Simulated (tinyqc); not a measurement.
## Trap density from the barrier height

Problem. In a partly depleted grain with all boundary traps filled, 2 N W = Qt and VB = q N W^2/(2 eps0 eps_r). Find Qt, W and the doping at which VB would equal Vt.

Values chosen for this exercise: temperature T = 400 K; relative permittivity eps_r = 11.7.

Constants: q = 1.602176634e-19 C, kB = 1.380649e-23 J/K, Vt = kB T/q, eps0 = 8.8541878128e-14 F/cm where lengths are in cm. Results are converted to the units shown.

doping = 6.8e17 cm^-3
barrier height = 0.092113209 V

Answer. Eliminating W gives VB = q Qt^2/(8 eps0 eps_r N), which falls as 1/N.

Qt = 1.80e12 cm^-2
W = 13.2 nm
doping for VB = Vt = 1.82e18 cm^-3

Numbers from tinyqc (`OMP_NUM_THREADS=1 python tinyqc.py 2830189 2830190 out.jsonl`; about 0.01 s on one thread of a shared Intel Xeon 2.30GHz).
